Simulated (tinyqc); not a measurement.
Worked calculation: electrons shared among three sets of ellipsoidal valleys. Values are carried at full precision from step to step, so a last printed digit may differ when a step is redone from the rounded ones.

Constants: hbar^2/2m0 = 3.80998211 eV angstrom^2; kB = 8.617333262e-05 eV/K.

Inputs chosen for the exercise (masses and offsets near those of GaP; mobilities are free inputs, held fixed; shifted at random, so the results belong to these values and not to a real crystal):
- ml = (2.069, 1.171, 0.126) m0 (longitudinal masses of X, L, Gamma)
- mt = (0.2581, 0.153, 0.126) m0 (transverse masses)
- M = (3, 4, 1) (valleys in each set)
- T = 200 K
- dE = (0, 0.372, 0.426) eV (edges of X, L, Gamma above the first)
- n = 9.3e+17 1/cm^3 (total electron density)
- mu = (240, 420, 1700) cm^2/(V s) (mobility of each set)

## Masses of each set

One valley: m_d = (ml mt^2)^(1/3). Whole set: m_de = M^(2/3) m_d. Mean over three axes: 1/m_c = (1/ml + 2/mt)/3. Anisotropy K = ml/mt.

m_d, m_de, m_c (m0) and K of each set:

| set | m_d | m_de | m_c | K |
|---|---|---|---|---|
| X | 0.5165 | 1.0745 | 0.3644 | 8.02 |
| L | 0.3015 | 0.7598 | 0.2154 | 7.65 |
| Gamma | 0.1260 | 0.1260 | 0.1260 | 1.00 |

m_de/m_c is 2.95 for X, 3.53 for L, 1.00 for Gamma: many anisotropic valleys give many states at a light conductivity mass. m_c is the mean over three axes; a set that holds only some of the equivalent valleys conducts with a mass that depends on direction.

## Effective densities of states

N_i = M_i times N = 2 (m kB T/(4 pi c))^(3/2) with c = hbar^2/2m0, in 1/angstrom^3; times 1e24 for 1/cm^3, with m = (ml mt^2)^(1/3).

kT = 0.017235 eV

N_i (1/cm^3): X 1.5213e+19, L 9.0462e+18, Gamma 6.1093e+17

## Fermi level and populations

F_j(eta) = (1/Gamma(j + 1)) integral_0^infinity x^j dx/(1 + exp(x - eta)), which tends to exp(eta) for eta << 0.

Solve n = sum_i N_i F_1/2((EF - dE_i)/kT), energies from the edge of the first set.

EF = -0.0478 eV

eta_i: X -2.77, L -24.36, Gamma -27.49

n_i (1/cm^3): X 9.30e+17, L 2.39e+08, Gamma 7.03e+05

shares: X 1.0000, L 0.0000, Gamma 0.0000

X holds most electrons (100.0 %). Boltzmann weights N_i exp(-dE_i/kT) would give L a share of 0.0000.

## Drift and Hall mobility of the mixture

With f_i the shares, mu_drift = sum f_i mu_i; low-field Hall mobility mu_H = sum f_i mu_i^2/mu_drift (scattering and anisotropy factors set to 1); the Hall density is n mu_drift/mu_H; rho = 1/(e n mu_drift), e = 1.602176634e-19 C.

mu_drift = 240 cm^2/(V s)
mu_H = 240 cm^2/(V s)
Hall density = 9.30e+17 1/cm^3
rho = 0.0280 ohm cm

A Hall measurement would read 100.0 % of the true density. The mobilities are of the size met in pure crystals; at this density impurities would cut them and raise rho, by a factor of two to ten or more depending on crystal and density.

## Checks

- Share of L at n = 1e10 1/cm^3 against the Boltzmann weight: both 2.513e-10.

(tinyqc, `OMP_NUM_THREADS=1 python tinyqc.py 1681716 1681717 out.jsonl`, Intel(R) Xeon(R) Processor @ 2.30GHz, 1 thread, shared host, about 0.02 s.)
